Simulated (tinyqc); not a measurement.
From results back to parameters: alloy A(1-x)B(x) by interpolation with bowing. Three cases, with inputs chosen for the exercise.

Problem. An unstrained alloy A(1-x)B(x) follows Vegard, a(x) = (1 - x) a_A + x a_B, and E(x) = (1 - x) E_A + x E_B - C x (1 - x) at Gamma. Its lattice constant and gap are given.

Case 1.

Values chosen (out of a larger set: A near Si, B near Ge; not measured data): a = (5.428, 5.655) angstrom (lattice constant of A, B); Eg = (4.171, 0.893) eV (gap at Gamma to the s-like level of A, B).

a(x) = 5.639110 angstrom
gap at Gamma = 1.109765 eV

Case 2.

Values chosen (out of a larger set: A near GaAs, B near GaSb; not measured data): a = (5.651, 6.096) angstrom (lattice constant of A, B); Eg = (1.499, 0.811) eV (gap at Gamma to the s-like level of A, B).

a(x) = 5.949150 angstrom
gap at Gamma = 0.687818 eV

Case 3.

Values chosen (out of a larger set: A near GaAs, B near GaP; not measured data): a = (5.654, 5.459) angstrom (lattice constant of A, B); Eg = (1.533, 2.863) eV (gap at Gamma to the s-like level of A, B).

a(x) = 5.496050 angstrom
gap at Gamma = 2.581521 eV

Find: x; linear part of the gap; C.

Solution. x = (a - a_A)/(a_B - a_A); the bowing is the shortfall against the linear part divided by x (1 - x).

Case 1.

x = 0.930
linear part of the gap = 1.1225 eV
C = 0.195 eV

Case 2.

x = 0.670
linear part of the gap = 1.0380 eV
C = 1.584 eV

Case 3.

x = 0.810
linear part of the gap = 2.6103 eV
C = 0.187 eV

Computed by tinyqc, one run a case: `OMP_NUM_THREADS=1 python tinyqc.py N N+1 out.jsonl` with N = 1050834, 1050848, 1050909; one thread of a shared Intel(R) Xeon(R) Processor @ 2.30GHz, about 0.01 s a run at most.
